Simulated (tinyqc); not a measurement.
n-type polysilicon, carrier trapping at grain boundaries: one step of the calculation.

One-dimensional grains of size Lg, uniform ionised doping N, monovalent traps Qt at each boundary at a depth Et below (for electrons) or above (for holes) the band edge there, abrupt depletion of width W on each side of a boundary, Boltzmann statistics. xi is the distance from the band edge at the grain centre to the Fermi level. Trapped charge Qt/(1 + exp((xi + VB - Et)/Vt)) = 2 N W, barrier VB = q N W^2/(2 eps0 eps_r).

Problem. Resistivity and effective mobility. n0 = NB exp(-xi/Vt); mean density n0 (1 - 2 W/Lg) by charge balance in a partly depleted grain, and n0 (sqrt(pi)/2) erf(u)/u with u = sqrt(VB/Vt) in a fully depleted one; v = sqrt(kB T/(2 pi ms m0)); barrier resistivity Vt exp(VB/Vt)/(q fe n0 v Lg); grain resistivity (1 - 2 W/Lg)/(q n0 mug); effective mobility 1/(q mean density total resistivity).

Inputs (values chosen for the exercise); values of the order met in polycrystalline silicon:

| symbol | value | unit | meaning |
|---|---|---|---|
| T | 350 | K | temperature |
| NB | 3.53e19 | cm^-3 | conduction-band density of states at T |
| Lg | 83 | nm | grain size |
| ms | 0.43 | m0 | mass for thermionic emission |
| fe | 1 |  | correction factor of the emission rate |
| mug | 110 | cm^2/(V s) | mobility inside the grains |

Constants: q = 1.602176634e-19 C, kB = 1.380649e-23 J/K, m0 = 9.1093837015e-31 kg, Vt = kB T/q. Results are converted to the units shown.

W = 41.5 nm
xi = 0.32123903 V
VB = 0.17313519 V

Wanted: n0; mean density; v; barrier resistivity; grain resistivity; resistivity; effective mobility.

Solution.

n0 = 8.3587e14 cm^-3
mean density = 3.0896e14 cm^-3
v = 4.4311e6 cm/s
barrier resistivity = 1905.7 ohm cm
grain resistivity = 0.0000 ohm cm
resistivity = 1905.7 ohm cm
effective mobility = 10.601 cm^2/(V s)

The resistivity is 4370 times that of a single crystal with the same N and mobility mug, and the mean density is 0.238 % of N.

Numbers from tinyqc (`OMP_NUM_THREADS=1 python tinyqc.py 2830006 2830007 out.jsonl`; about 0.01 s on one thread of a shared Intel Xeon 2.30GHz).
